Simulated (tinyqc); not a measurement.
Long-channel MOSFET, surface-potential model: two steps of the calculation.

n-channel transistor on a uniformly doped p-type body, gradual-channel approximation, constant mobility, Boltzmann statistics, full ionisation. Potentials are counted from the neutral body; V is the electron quasi-Fermi potential, Vsb at the source and Vsb + Vds at the drain. Charges are magnitudes per area.

Inputs (values chosen for the exercise); material values close to those of silicon: temperature T = 300 K; flat-band voltage Vfb = -0.8 V; channel mobility mu = 440 cm^2/(V s); gate width W = 20 um; gate length L = 10 um; source-body reverse bias Vsb = 0 V; gate-source voltage Vgs = 0.07 V; drain-source voltage Vds = 0.8 V.

Constants: q = 1.602176634e-19 C, kB = 1.380649e-23 J/K, Vt = kB T/q. Results are converted to the units shown.

Problem 1. Surface potential at the source by Newton steps. With V = Vsb: G = psi - Vt + Vt e, e = exp((psi - 2 phiF - Vsb)/Vt); f = Vgs + Vsb - Vfb - psi - gamma sqrt(G); f' = -1 - gamma (1 + e)/(2 sqrt(G)); psi(new) = psi - f/f'.

psi after iteration 1 = 0.79667721 V
phiF = 0.33756022 V
gamma = 0.049261040 V^0.5

Wanted: G; f; f'; psi after iteration 2.

Solution 1.

G = 3.6189 V
f = -0.020389 V
f' = -2.4394
psi after iteration 2 = 0.78832 V

Problem 2. Charges and current of the charge-sheet model. psi_0 and psi_L solve Vgs + Vsb - Vfb - psi = gamma sqrt(G) at V = Vsb and Vsb + Vds. Qi = Cox gamma [sqrt(G) - sqrt(psi - Vt)], G = psi - Vt + Vt exp((psi - 2 phiF - V)/Vt), at both ends. With U = Vgs + Vsb - Vfb: drift = mu (W/L) Cox [U (psi_L - psi_0) - (psi_L^2 - psi_0^2)/2 - (2/3) gamma ((psi_L - Vt)^1.5 - (psi_0 - Vt)^1.5)]; diffusion = mu (W/L) Vt (Qi0 - QiL).

psi_0 = 0.78781449 V
psi_L = 0.82593724 V
phiF = 0.33756022 V
Cox = 0.75209710 uF/cm^2
gamma = 0.049261040 V^0.5

Find: Qi0; QiL; drift current; diffusion current; drain current.

Solution 2.

Qi0 = 29.47 nC/cm^2
QiL = 6.651e-12 nC/cm^2
drift current = 0.4943 uA
diffusion current = 0.6705 uA
drain current = 1.165 uA

Drift carries 42.4 % of the current. The drain end is pinched off: its charge is under 1 % of that at the source.

Program tinyqc, `OMP_NUM_THREADS=1 python tinyqc.py 2360121 2360122 out.jsonl`; Intel Xeon 2.30GHz, shared host, one thread, about 0.04 s.
